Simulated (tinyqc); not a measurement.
# Silicon n-p-n transistor, Gummel numbers and transit times: effects of single changes

One-dimensional n-p-n transistor in the forward active mode at low injection. In the base p(x) = NB exp(-eta x/wb) and ni(x)^2 = ni^2 exp((g0 + g1 x/wb)/Vt); electrons leave the base at vsat; band spikes at the emitter junction and recombination inside the emitter are ignored.

Values chosen for this exercise; band and dielectric values close to those of silicon: temperature T = 250 K; band gap Eg = 1.11 eV; relative permittivity eps_r = 11.5; conduction-band density of states at T Nc = 2.12e19 cm^-3; valence-band density of states at T Nv = 1.99e19 cm^-3; saturation velocity vsat = 9.85e6 cm/s; neutral base width wb = 260 nm; base doping at the emitter edge NB = 1.5e18 cm^-3; doping falls as exp(-eta x/wb) eta = 0; gap reduction at the emitter edge of the base g0 = 0 eV; further gap reduction across the base (linear) g1 = 0 eV; electron diffusion coefficient in the base Dn = 9.2 cm^2/s; emitter doping NE = 1.4e20 cm^-3; gap reduction in the emitter (negative: wider gap) gE = 0.072 eV; neutral emitter width we = 300 nm; hole diffusion coefficient in the emitter Dp = 1.5 cm^2/s; recombination velocity at the emitter contact Se = 5e6 cm/s; electron lifetime in the base tb = 7e-7 s; collector doping NC = 1.2e16 cm^-3; collector-base reverse bias VCB = 1.8 V; emitter junction capacitance Cj = 4.1 fF/um^2; emitter plus collector resistance Rc = 9.5 ohm um^2; hole mobility in the base mp = 130 cm^2/(V s).

Constants: q = 1.602176634e-19 C, kB = 1.380649e-23 J/K, Vt = kB T/q, eps0 = 8.8541878128e-14 F/cm where lengths are in cm. Results are converted to the units shown.

Each table varies one quantity; the others keep the values above.

## Cut-off frequency against collector current

f(x) = p(x) ni^2/ni(x)^2; I(x) = integral from x to wb of f/Dn, plus f(wb)/vsat; base Gummel number GB = I(0); electron density per unit flux n/(J/q) = I/f; base transit time tauB = integral of I/f over the base. ni = sqrt(Nc Nv) exp(-Eg/(2 Vt)), Eg in volts; JC = J0 exp(VBE/Vt), J0 = q ni^2/GB; collector layer one-sided, Wc = sqrt(2 eps0 eps_r (Vbc + VCB)/(q NC)), Vbc = Vt ln(NB exp(-eta) NC/ni^2), Cjc = eps0 eps_r/Wc, tauC = Wc/(2 vsat). Delay 1/(2 pi fT) = tauE + tauB + tauC + tauR with tauE = Vt (Cj + Cjc)/JC and tauR = Rc Cjc. Charge stored in the emitter is left out. The Kirk effect, also left out, sets in near JC = q NC vsat. n(0) = (JC/q) I(0)/f(0).

The same in every row: tauB (ps) = 39.38; tauC (ps) = 2.711; tauR (ps) = 0.001811.

Cut-off frequency against collector current:
```
JC (mA/um^2)  VBE (V)  tauE (ps)  fT (GHz)  JC/(q NC vsat)   n(0)/NB
0.00063        0.8427      146.7    0.8429        0.003327  7.675e-4
0.0014         0.8599      66.02     1.472        0.007393  0.001705
0.0029         0.8756      31.87     2.152         0.01531  0.003533
0.0062         0.8920      14.91     2.792         0.03274  0.007553
0.013          0.9079      7.110     3.235         0.06865   0.01584
0.029          0.9252      3.187     3.515          0.1531   0.03533
0.062          0.9416      1.491     3.652          0.3274   0.07553
0.13           0.9575     0.7110     3.718          0.6865    0.1584
0.28           0.9741     0.3301     3.752           1.479    0.3411
```

fT rises from 0.843 to 3.75 GHz as the charging time falls as 1/JC; its limit for vanishing tauE is 3.78 GHz, of which the largest delay is tauB (93.6 %). tauE equals the other delays together at JC = 0.00220 mA/um^2. For JC = 0.13, 0.28 JC nears or passes q NC vsat, where base push-out would lower fT. For JC = 0.28 the electron density at the emitter edge exceeds a fifth of NB, beyond low injection.

## Effect of the base doping at the emitter edge

ni = sqrt(Nc Nv) exp(-Eg/(2 Vt)), Eg in volts; GE = NE exp(-gE/Vt)(we/Dp + 1/Se); JC = J0 exp(VBE/Vt), J0 = q ni^2/GB; gain limited by back injection GE/GB, by base recombination tb/tauB, together 1/beta = the sum of the inverses; collector layer one-sided, Wc = sqrt(2 eps0 eps_r (Vbc + VCB)/(q NC)), Vbc = Vt ln(p(wb) NC/ni^2), Cjc = eps0 eps_r/Wc; Early voltage VA = GB q p(wb)/(f(wb) Cjc [1/Dn - (eta + g1/Vt)/(wb vsat)]), f(wb) = p(wb) exp(-(g0 + g1)/Vt), p(wb) = NB exp(-eta); tauC = Wc/(2 vsat). Peak fT here means 1/(2 pi (tauB + tauC + Rc Cjc)); base sheet resistance 1/(q mp times the integral of p).

The same in every row: tb/tauB = 1.778e4; tauB (ps) = 39.38.

Results:
```
NB (cm^-3)  GB (s/cm^4)  GE/GB   beta  VA (V)  tauC (ps)  peak fT (GHz)  base sheet resistance (kohm)
1.9e17         5.562e11  179.8  178.0   42.65      2.689          3.783                         9.719
3.2e17         9.368e11  106.7  106.1   71.99      2.694          3.783                         5.771
9.1e17         2.664e12  37.54  37.46   205.6      2.706          3.782                         2.029
1.5e18         4.391e12  22.77  22.74   339.5      2.711          3.781                         1.231
2.6e18         7.612e12  13.14  13.13   589.8      2.717          3.781                        0.7102
4.4e18         1.288e13  7.763  7.760    1000      2.723          3.780                        0.4197
7.5e18         2.196e13  4.555  4.553    1709      2.729          3.780                        0.2462
```

Estimate the missing row, NB = 5.4e17 cm^-3.

Computed row:
```
NB (cm^-3)  GB (s/cm^4)  GE/GB   beta  VA (V)  tauC (ps)  peak fT (GHz)  base sheet resistance (kohm)
5.4e17         1.581e12  63.26  63.03   121.7      2.700          3.782                         3.420
```

With this row back in the table: As NB goes from 1.9e17 to 7.5e18, beta falls from 178 to 4.55, VA rises from 42.7 to 1710 V, the peak fT stays near 3.78 GHz and the base sheet resistance falls from 9.72 to 0.246 kohm. The product beta VA changes by a factor of 1.02. Back injection limits the gain in every row. For NB = 7.5e18 beta is under 5, where charge stored in the emitter, left out, would cut fT markedly.

Range of the model: Heavy doping makes emitter or base degenerate; gE and g0 are to be read as apparent gap changes that include this.

tinyqc, about 0.01 s, one thread, Intel Xeon 2.30GHz (shared host): `OMP_NUM_THREADS=1 python tinyqc.py 2320072 2320073 out.jsonl`
